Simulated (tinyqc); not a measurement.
Anisotropic elasticity and sound waves of a cubic crystal: one step, computed by the program tinyqc. Command: `OMP_NUM_THREADS=1 python tinyqc.py 3023344 3023345 out.jsonl cubicelastic walk`. One thread of a shared host (Intel(R) Xeon(R) Processor @ 2.30GHz), about 0.01 s of CPU time with the checks.

Voigt order 1..6 = xx, yy, zz, yz, xz, xy, with engineering shear strains. The rotated frame has x' as named, z' along the wafer normal and y' = z' x x'.

Task: Thermal stress in a film with this orientation. On cooling, a thick substrate imposes eps_1 = eps_2 = (alpha_film - alpha_substrate) Delta T and eps_6 = 0; the free surface sets sigma_3 = sigma_4 = sigma_5 = 0, which fixes eps_3, eps_4, eps_5. Biaxial modulus M = (sigma_1 + sigma_2)/(2 eps); energy density M eps^2. Elastic response and constant coefficients are assumed.

Inputs (values chosen for the exercise, modelled on diamond): expansion coefficient of the film = 0.96 ppm/K; expansion coefficient of the substrate = 2.6 ppm/K; cooling Delta T = 700 K.

Frame: (112) wafer, x' along [1-10].

C' (GPa), lower triangle (symmetric):
```
          1         2         3        4        5        6
1  1187.850
2    56.133  1223.133
3    91.417    56.133  1187.850
4   -49.898     0.000    49.898  512.933
5     0.000     0.000     0.000    0.000  548.217
6     0.000     0.000     0.000    0.000  -49.898  512.933
```

Give: in-plane strain; elastic strain along the normal; stress along x'; stress along y'; biaxial modulus M; energy density.

Result:

in-plane strain = -1.148 per mille

elastic strain along the normal = 0.1479 per mille

stress along x' = -1408 MPa

stress along y' = -1460 MPa

biaxial modulus M = 1249 GPa

energy density = 1.647 MJ/m^3

The film ends in compression. Caution: the thermal stress of this film exceeds 200 MPa, which can relax by slip, cracking or buckling in a real film.
